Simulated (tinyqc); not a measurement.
Worked calculation (part 1 of 2): UHF in the sto-3g basis, for BeH+, spin multiplicity 1. This run ends on a higher stationary point, not on the lowest solution. Computed by tinyqc, a small Python program that keeps every step (integrals from PySCF). Settings: charge = 1, multiplicity = 1, basis = sto-3g, energy threshold = 1e-09, iteration cap = 55, orthogonalisation = symmetric, start = core, DIIS depth = 6, DIIS from iteration = 3, method = UHF, break = 0.7. Command: `OMP_NUM_THREADS=1 python tinyqc.py 28025 28026 out.jsonl` (the two numbers bound the seeds that draw the settings). One thread of a shared host (Intel(R) Xeon(R) Processor @ 2.60GHz), about 0.2 s of CPU time with the checks. Later iterations appear only in the table of the cycle.

## One-electron integrals

Geometry (angstrom):
```
atom         x         y         z
Be    0.000000  0.000000  0.000000
H     0.000000  0.000000  1.863000
```

Basis sto-3g: exponents (1/bohr^2) and contraction coefficients of normalised primitives:
```
element  l (shell)   exponent  coefficient
Be           s (1)  30.167871     0.154329
Be           s (1)   5.495115     0.535328
Be           s (1)   1.487193     0.444635
Be           s (2)   1.314833    -0.099967
Be           s (2)   0.305539     0.399513
Be           s (2)   0.099371     0.700115
Be           p (3)   1.314833     0.155916
Be           p (3)   0.305539     0.607684
Be           p (3)   0.099371     0.391957
H            s (1)   3.425251     0.154329
H            s (1)   0.623914     0.535328
H            s (1)   0.168855     0.444635
```

Overlap, kinetic and nuclear-attraction integrals over the contracted functions; the nuclear repulsion is the sum of Za Zb / Rab.

nuclear repulsion = 1.13618295 hartree

overlap S, lower triangle:
```
           1Be 1s    1Be 2s   1Be 2px   1Be 2py   1Be 2pz     2H 1s
1Be 1s   1.000000
1Be 2s   0.259517  1.000000
1Be 2px  0.000000  0.000000  1.000000
1Be 2py  0.000000  0.000000  0.000000  1.000000
1Be 2pz  0.000000  0.000000  0.000000  0.000000  1.000000
2H 1s    0.021931  0.271877  0.000000  0.000000  0.355609  1.000000
```

kinetic energy T (hartree), lower triangle:
```
            1Be 1s    1Be 2s   1Be 2px   1Be 2py   1Be 2pz     2H 1s
1Be 1s    6.693975
1Be 2s   -0.033012  0.211111
1Be 2px   0.000000  0.000000  0.660592
1Be 2py   0.000000  0.000000  0.000000  0.660592
1Be 2pz   0.000000  0.000000  0.000000  0.000000  0.660592
2H 1s    -0.006754  0.013458  0.000000  0.000000  0.062445  0.760032
```

nuclear attraction V (hartree), lower triangle:
```
             1Be 1s     1Be 2s    1Be 2px    1Be 2py    1Be 2pz      2H 1s
1Be 1s   -14.845138
1Be 2s    -1.972960  -2.593432
1Be 2px    0.000000   0.000000  -2.553176
1Be 2py    0.000000   0.000000   0.000000  -2.553176
1Be 2pz   -0.009312  -0.094132   0.000000   0.000000  -2.617809
2H 1s     -0.165895  -0.619801   0.000000   0.000000  -0.790170  -2.361937
```

core Hamiltonian H = T + V (hartree), lower triangle:
```
            1Be 1s     1Be 2s    1Be 2px    1Be 2py    1Be 2pz      2H 1s
1Be 1s   -8.151163
1Be 2s   -2.005973  -2.382321
1Be 2px   0.000000   0.000000  -1.892584
1Be 2py   0.000000   0.000000   0.000000  -1.892584
1Be 2pz  -0.009312  -0.094132   0.000000   0.000000  -1.957217
2H 1s    -0.172649  -0.606344   0.000000   0.000000  -0.727725  -1.601905
```

## Two-electron integrals

Functions are numbered as in S; the eight-fold symmetry (ij|kl) = (ji|kl) = (kl|ij) leaves the list below.

Two-electron integrals (ij|kl) in chemists' order, unique and non-zero (hartree):
```
(11|11) 2.298831   (21|11) 0.392036   (21|21) 0.079539   (22|11) 0.570988
(22|21) 0.143041   (22|22) 0.417683   (31|31) 0.014607   (32|31) 0.021888
(32|32) 0.092265   (33|11) 0.569578   (33|21) 0.143083   (33|22) 0.417589
(33|33) 0.449859   (41|41) 0.014607   (42|41) 0.021888   (42|42) 0.092265
(43|43) 0.024249   (44|11) 0.569578   (44|21) 0.143083   (44|22) 0.417589
(44|33) 0.401360   (44|44) 0.449859   (51|51) 0.014607   (52|51) 0.021888
(52|52) 0.092265   (53|53) 0.024249   (54|54) 0.024249   (55|11) 0.569578
(55|21) 0.143083   (55|22) 0.417589   (55|33) 0.401360   (55|44) 0.401360
(55|55) 0.449859   (61|11) 0.032642   (61|21) 0.006621   (61|22) 0.012025
(61|33) 0.011948   (61|44) 0.011948   (61|51) 0.000602   (61|52) 0.001136
(61|55) 0.012185   (61|61) 0.000579   (62|11) 0.109404   (62|21) 0.027970
(62|22) 0.093300   (62|33) 0.089449   (62|44) 0.089449   (62|51) 0.003570
(62|52) 0.024803   (62|55) 0.100908   (62|61) 0.002581   (62|62) 0.036219
(63|31) 0.002120   (63|32) 0.010874   (63|53) 0.003923   (63|63) 0.002641
(64|41) 0.002120   (64|42) 0.010874   (64|54) 0.003923   (64|64) 0.002641
(65|11) 0.130113   (65|21) 0.033572   (65|22) 0.116643   (65|33) 0.109961
(65|44) 0.109961   (65|51) 0.005605   (65|52) 0.037929   (65|55) 0.129878
(65|61) 0.003187   (65|62) 0.050525   (65|65) 0.071659   (66|11) 0.283774
(66|21) 0.073599   (66|22) 0.275592   (66|33) 0.257647   (66|44) 0.257647
(66|51) 0.009186   (66|52) 0.086786   (66|55) 0.311080   (66|61) 0.006828
(66|62) 0.146020   (66|65) 0.213035   (66|66) 0.774606
```

## Orthogonalisation

S = U s U^T; symmetric (Loewdin) form X = U s^(-1/2) U^T, so that X^T S X = 1.

eigenvalues of S: 0.527174  0.799895  1.000000  1.000000  1.184173  1.488758

X, lower triangle:
```
            1Be 1s     1Be 2s   1Be 2px   1Be 2py    1Be 2pz     2H 1s
1Be 1s    1.027355
1Be 2s   -0.140504   1.061505
1Be 2px   0.000000   0.000000  1.000000
1Be 2py   0.000000   0.000000  0.000000  1.000000
1Be 2pz  -0.006261   0.044163  0.000000  0.000000   1.055838
2H 1s     0.019611  -0.161002  0.000000  0.000000  -0.204611  1.089216
```

## Starting guess

The start is the orbitals of the core Hamiltonian, with HOMO and LUMO mixed by +/-0.7 rad for the two spins; D(s) = C_occ C_occ^T for each spin.

D(alpha) at the start, lower triangle:
```
            1Be 1s     1Be 2s    1Be 2px    1Be 2py    1Be 2pz     2H 1s
1Be 1s    1.034709
1Be 2s   -0.122257   0.420692
1Be 2px  -0.084884   0.350269   0.291921
1Be 2py  -0.055120   0.227452   0.189563   0.123096
1Be 2pz  -0.069881   0.287352   0.239480   0.155510   0.196460
2H 1s     0.005005  -0.003620  -0.002947  -0.001914  -0.002419  0.000047
```

D(beta) at the start, lower triangle:
```
            1Be 1s     1Be 2s    1Be 2px    1Be 2py    1Be 2pz     2H 1s
1Be 1s    1.034709
1Be 2s   -0.122257   0.420692
1Be 2px   0.084884  -0.350269   0.291921
1Be 2py   0.055120  -0.227452   0.189563   0.123096
1Be 2pz  -0.069881   0.287352  -0.239480  -0.155510   0.196460
2H 1s     0.005005  -0.003620   0.002947   0.001914  -0.002419  0.000047
```

## Iteration 1: building the Fock matrix

J_ij = sum D_kl (ij|kl) with D = D(alpha) + D(beta), K_ij = sum D_kl (ik|jl) for each spin; F = H + J - K(s); E = tr D H + tr D J / 2 - 0.5 sum_s tr D(s) K(s) + E_nn.

Coulomb J (hartree), lower triangle:
```
           1Be 1s    1Be 2s   1Be 2px   1Be 2py   1Be 2pz     2H 1s
1Be 1s   5.740350
1Be 2s   1.067136  1.971573
1Be 2px  0.000000  0.000000  1.977142
1Be 2py  0.000000  0.000000  0.018387  1.960766
1Be 2pz  0.020982  0.099237  0.000000  0.000000  1.967534
2H 1s    0.090215  0.431682  0.000000  0.000000  0.533973  1.212438
```

exchange K(alpha) (hartree), lower triangle:
```
           1Be 1s    1Be 2s   1Be 2px   1Be 2py   1Be 2pz     2H 1s
1Be 1s   2.325431
1Be 2s   0.400097  0.278944
1Be 2px  0.008155  0.164287  0.187573
1Be 2py  0.005296  0.106682  0.080680  0.115719
1Be 2pz  0.007067  0.134320  0.101590  0.065969  0.146177
2H 1s    0.035993  0.090323  0.060452  0.039255  0.074928  0.056988
```

exchange K(beta) (hartree), lower triangle:
```
            1Be 1s     1Be 2s    1Be 2px    1Be 2py   1Be 2pz     2H 1s
1Be 1s    2.325431
1Be 2s    0.400097   0.278944
1Be 2px  -0.008155  -0.164287   0.187573
1Be 2py  -0.005296  -0.106682   0.080680   0.115719
1Be 2pz   0.007067   0.134320  -0.101590  -0.065969  0.146177
2H 1s     0.035993   0.090323  -0.060452  -0.039255  0.074928  0.056988
```

F(alpha) (hartree), lower triangle:
```
            1Be 1s     1Be 2s    1Be 2px    1Be 2py    1Be 2pz      2H 1s
1Be 1s   -4.736244
1Be 2s   -1.338934  -0.689692
1Be 2px  -0.008155  -0.164287  -0.103015
1Be 2py  -0.005296  -0.106682  -0.062293  -0.047537
1Be 2pz   0.004603  -0.129215  -0.101590  -0.065969  -0.135860
2H 1s    -0.118427  -0.264985  -0.060452  -0.039255  -0.268679  -0.446454
```

F(beta) (hartree), lower triangle:
```
            1Be 1s     1Be 2s    1Be 2px    1Be 2py    1Be 2pz      2H 1s
1Be 1s   -4.736244
1Be 2s   -1.338934  -0.689692
1Be 2px   0.008155   0.164287  -0.103015
1Be 2py   0.005296   0.106682  -0.062293  -0.047537
1Be 2pz   0.004603  -0.129215   0.101590   0.065969  -0.135860
2H 1s    -0.118427  -0.264985   0.060452   0.039255  -0.268679  -0.446454
```

total energy of this density = -14.27913095 hartree

## Iteration 1: diagonalisation and new density

Diagonalise F' = X^T F X, C = X C', fill 2 alpha and 2 beta electrons from the bottom; D(s) = C_occ C_occ^T. Each column has its largest component positive (the first on a tie).

F' = X^T F X (alpha) (hartree), lower triangle:
```
           1          2          3          4          5          6
1  -4.629689
2  -0.688848  -0.406221
3   0.014155  -0.167999  -0.103015
4   0.009192  -0.109093  -0.062293  -0.047537
5   0.010859  -0.082077  -0.102097  -0.066298  -0.062475
6   0.011344  -0.135123  -0.018768  -0.012187  -0.185372  -0.347514
```

orbital energies (alpha) (hartree): MO1 -4.739273, MO2 -0.612654, MO3 -0.276426, MO4 -0.053817, MO5 -0.007086, MO6 0.092807

coefficients C (alpha):
```
               MO1        MO2        MO3        MO4        MO5        MO6
1Be 1s    0.992518  -0.172505   0.160162   0.166957   0.000000  -0.085130
1Be 2s    0.027801   0.558305  -0.632710  -0.577032   0.000000   0.358665
1Be 2px   0.002730   0.319274  -0.408910   0.470851  -0.544614  -0.461025
1Be 2py   0.001773   0.207325  -0.265532   0.305754   0.838687  -0.299373
1Be 2pz   0.000963   0.300697  -0.012889   0.605174   0.000000   0.837752
2H 1s    -0.003541   0.478670   0.820163  -0.169610   0.000000  -0.569203
```

F' = X^T F X (beta) (hartree), lower triangle:
```
           1          2          3          4          5          6
1  -4.629689
2  -0.688848  -0.406221
3  -0.014155   0.167999  -0.103015
4  -0.009192   0.109093  -0.062293  -0.047537
5   0.010859  -0.082077   0.102097   0.066298  -0.062475
6   0.011344  -0.135123   0.018768   0.012187  -0.185372  -0.347514
```

orbital energies (beta) (hartree): MO1 -4.739273, MO2 -0.612654, MO3 -0.276426, MO4 -0.053817, MO5 -0.007086, MO6 0.092807

coefficients C (beta):
```
               MO1        MO2        MO3        MO4        MO5        MO6
1Be 1s    0.992518  -0.172505   0.160162   0.166957   0.000000  -0.085130
1Be 2s    0.027801   0.558305  -0.632710  -0.577032   0.000000   0.358665
1Be 2px  -0.002730  -0.319274   0.408910  -0.470851  -0.544614   0.461025
1Be 2py  -0.001773  -0.207325   0.265532  -0.305754   0.838687   0.299373
1Be 2pz   0.000963   0.300697  -0.012889   0.605174   0.000000   0.837752
2H 1s    -0.003541   0.478670   0.820163  -0.169610   0.000000  -0.569203
```

D(alpha) after iteration 1, lower triangle:
```
            1Be 1s    1Be 2s   1Be 2px   1Be 2py   1Be 2pz     2H 1s
1Be 1s    1.014850
1Be 2s   -0.068718  0.312478
1Be 2px  -0.052367  0.178328  0.101943
1Be 2py  -0.034005  0.115800  0.066198  0.042987
1Be 2pz  -0.050916  0.167907  0.096007  0.062344  0.090420
2H 1s    -0.086088  0.267146  0.152817  0.099234  0.143931  0.229138
```

D(beta) after iteration 1, lower triangle:
```
            1Be 1s     1Be 2s    1Be 2px    1Be 2py   1Be 2pz     2H 1s
1Be 1s    1.014850
1Be 2s   -0.068718   0.312478
1Be 2px   0.052367  -0.178328   0.101943
1Be 2py   0.034005  -0.115800   0.066198   0.042987
1Be 2pz  -0.050916   0.167907  -0.096007  -0.062344  0.090420
2H 1s    -0.086088   0.267146  -0.152817  -0.099234  0.143931  0.229138
```

## Iteration 2: building the Fock matrix

As before.

Coulomb J (hartree), lower triangle:
```
           1Be 1s    1Be 2s   1Be 2px   1Be 2py   1Be 2pz     2H 1s
1Be 1s   5.493740
1Be 2s   1.011261  1.866218
1Be 2px  0.000000  0.000000  1.849376
1Be 2py  0.000000  0.000000  0.006421  1.843657
1Be 2pz  0.022770  0.145231  0.000000  0.000000  1.896376
2H 1s    0.085777  0.466604  0.000000  0.000000  0.599228  1.546649
```

exchange K(alpha) (hartree), lower triangle:
```
            1Be 1s    1Be 2s   1Be 2px   1Be 2py   1Be 2pz     2H 1s
1Be 1s    2.305603
1Be 2s    0.404969  0.273765
1Be 2px   0.000977  0.097613  0.096921
1Be 2py   0.000634  0.063387  0.028175  0.071828
1Be 2pz  -0.000734  0.143358  0.058265  0.037835  0.157944
2H 1s     0.033505  0.190076  0.067864  0.044068  0.182276  0.350713
```

exchange K(beta) (hartree), lower triangle:
```
            1Be 1s     1Be 2s    1Be 2px    1Be 2py   1Be 2pz     2H 1s
1Be 1s    2.305603
1Be 2s    0.404969   0.273765
1Be 2px  -0.000977  -0.097613   0.096921
1Be 2py  -0.000634  -0.063387   0.028175   0.071828
1Be 2pz  -0.000734   0.143358  -0.058265  -0.037835  0.157944
2H 1s     0.033505   0.190076  -0.067864  -0.044068  0.182276  0.350713
```

F(alpha) (hartree), lower triangle:
```
            1Be 1s     1Be 2s    1Be 2px    1Be 2py    1Be 2pz      2H 1s
1Be 1s   -4.963026
1Be 2s   -1.399680  -0.789868
1Be 2px  -0.000977  -0.097613  -0.140129
1Be 2py  -0.000634  -0.063387  -0.021754  -0.120755
1Be 2pz   0.014192  -0.092258  -0.058265  -0.037835  -0.218785
2H 1s    -0.120377  -0.329817  -0.067864  -0.044068  -0.310772  -0.405969
```

F(beta) (hartree), lower triangle:
```
            1Be 1s     1Be 2s    1Be 2px    1Be 2py    1Be 2pz      2H 1s
1Be 1s   -4.963026
1Be 2s   -1.399680  -0.789868
1Be 2px   0.000977   0.097613  -0.140129
1Be 2py   0.000634   0.063387  -0.021754  -0.120755
1Be 2pz   0.014192  -0.092258   0.058265   0.037835  -0.218785
2H 1s    -0.120377  -0.329817   0.067864   0.044068  -0.310772  -0.405969
```

total energy of this density = -14.55591524 hartree

## Iteration 2: diagonalisation and new density

As before.

F' = X^T F X (alpha) (hartree), lower triangle:
```
           1          2          3          4          5          6
1  -4.853245
2  -0.711321  -0.478551
3   0.011745  -0.095127  -0.140129
4   0.007627  -0.061772  -0.021754  -0.120755
5   0.012989  -0.026638  -0.051938  -0.033726  -0.130721
6   0.022965  -0.214118  -0.046300  -0.030065  -0.237663  -0.261480
```

orbital energies (alpha) (hartree): MO1 -4.966041, MO2 -0.640625, MO3 -0.239997, MO4 -0.119492, MO5 -0.106629, MO6 0.087904

coefficients C (alpha):
```
               MO1        MO2        MO3        MO4        MO5        MO6
1Be 1s    0.992705  -0.182232  -0.202584   0.071869   0.000000   0.103664
1Be 2s    0.027106   0.598038   0.746202  -0.233680   0.000000  -0.452325
1Be 2px   0.000690   0.223707   0.154058   0.779722  -0.544614   0.147143
1Be 2py   0.000448   0.145267   0.100040   0.506324   0.838687   0.095550
1Be 2pz  -0.001485   0.280193  -0.525898   0.188887   0.000000  -0.876294
2H 1s    -0.003080   0.505137  -0.424242  -0.226494   0.000000   0.876419
```

F' = X^T F X (beta) (hartree), lower triangle:
```
           1          2          3          4          5          6
1  -4.853245
2  -0.711321  -0.478551
3  -0.011745   0.095127  -0.140129
4  -0.007627   0.061772  -0.021754  -0.120755
5   0.012989  -0.026638   0.051938   0.033726  -0.130721
6   0.022965  -0.214118   0.046300   0.030065  -0.237663  -0.261480
```

orbital energies (beta) (hartree): MO1 -4.966041, MO2 -0.640625, MO3 -0.239997, MO4 -0.119492, MO5 -0.106629, MO6 0.087904

coefficients C (beta):
```
               MO1        MO2        MO3        MO4        MO5        MO6
1Be 1s    0.992705  -0.182232  -0.202584  -0.071869   0.000000   0.103664
1Be 2s    0.027106   0.598038   0.746202   0.233680   0.000000  -0.452325
1Be 2px  -0.000690  -0.223707  -0.154058   0.779722  -0.544614  -0.147143
1Be 2py  -0.000448  -0.145267  -0.100040   0.506324   0.838687  -0.095550
1Be 2pz  -0.001485   0.280193  -0.525898  -0.188887   0.000000  -0.876294
2H 1s    -0.003080   0.505137  -0.424242   0.226494   0.000000   0.876419
```

D(alpha) after iteration 2, lower triangle:
```
            1Be 1s    1Be 2s   1Be 2px   1Be 2py   1Be 2pz     2H 1s
1Be 1s    1.018671
1Be 2s   -0.082073  0.358384
1Be 2px  -0.040082  0.133804  0.050045
1Be 2py  -0.026028  0.086888  0.032498  0.021103
1Be 2pz  -0.052534  0.167526  0.062680  0.040702  0.078511
2H 1s    -0.095110  0.302007  0.113001  0.073379  0.141541  0.255173
```

D(beta) after iteration 2, lower triangle:
```
            1Be 1s     1Be 2s    1Be 2px    1Be 2py   1Be 2pz     2H 1s
1Be 1s    1.018671
1Be 2s   -0.082073   0.358384
1Be 2px   0.040082  -0.133804   0.050045
1Be 2py   0.026028  -0.086888   0.032498   0.021103
1Be 2pz  -0.052534   0.167526  -0.062680  -0.040702  0.078511
2H 1s    -0.095110   0.302007  -0.113001  -0.073379  0.141541  0.255173
```

## Iteration 3: building the Fock matrix

As before.

Coulomb J (hartree), lower triangle:
```
           1Be 1s    1Be 2s   1Be 2px   1Be 2py   1Be 2pz     2H 1s
1Be 1s   5.472786
1Be 2s   1.005792  1.855533
1Be 2px  0.000000  0.000000  1.835012
1Be 2py  0.000000  0.000000  0.003152  1.832204
1Be 2pz  0.023542  0.152523  0.000000  0.000000  1.890072
2H 1s    0.085382  0.470926  0.000000  0.000000  0.607063  1.582980
```

exchange K(alpha) (hartree), lower triangle:
```
            1Be 1s    1Be 2s   1Be 2px   1Be 2py   1Be 2pz     2H 1s
1Be 1s    2.306201
1Be 2s    0.402873  0.288341
1Be 2px   0.000248  0.072945  0.077231
1Be 2py   0.000161  0.047368  0.013831  0.064913
1Be 2pz  -0.001672  0.148476  0.039546  0.025680  0.158292
2H 1s     0.033154  0.206143  0.049411  0.032085  0.190742  0.380418
```

exchange K(beta) (hartree), lower triangle:
```
            1Be 1s     1Be 2s    1Be 2px    1Be 2py   1Be 2pz     2H 1s
1Be 1s    2.306201
1Be 2s    0.402873   0.288341
1Be 2px  -0.000248  -0.072945   0.077231
1Be 2py  -0.000161  -0.047368   0.013831   0.064913
1Be 2pz  -0.001672   0.148476  -0.039546  -0.025680  0.158292
2H 1s     0.033154   0.206143  -0.049411  -0.032085  0.190742  0.380418
```

F(alpha) (hartree), lower triangle:
```
            1Be 1s     1Be 2s    1Be 2px    1Be 2py    1Be 2pz      2H 1s
1Be 1s   -4.984579
1Be 2s   -1.403053  -0.815129
1Be 2px  -0.000248  -0.072945  -0.134803
1Be 2py  -0.000161  -0.047368  -0.010679  -0.125293
1Be 2pz   0.015902  -0.090085  -0.039546  -0.025680  -0.225437
2H 1s    -0.120421  -0.341561  -0.049411  -0.032085  -0.311404  -0.399343
```

F(beta) (hartree), lower triangle:
```
            1Be 1s     1Be 2s    1Be 2px    1Be 2py    1Be 2pz      2H 1s
1Be 1s   -4.984579
1Be 2s   -1.403053  -0.815129
1Be 2px   0.000248   0.072945  -0.134803
1Be 2py   0.000161   0.047368  -0.010679  -0.125293
1Be 2pz   0.015902  -0.090085   0.039546   0.025680  -0.225437
2H 1s    -0.120421  -0.341561   0.049411   0.032085  -0.311404  -0.399343
```

total energy of this density = -14.58193848 hartree
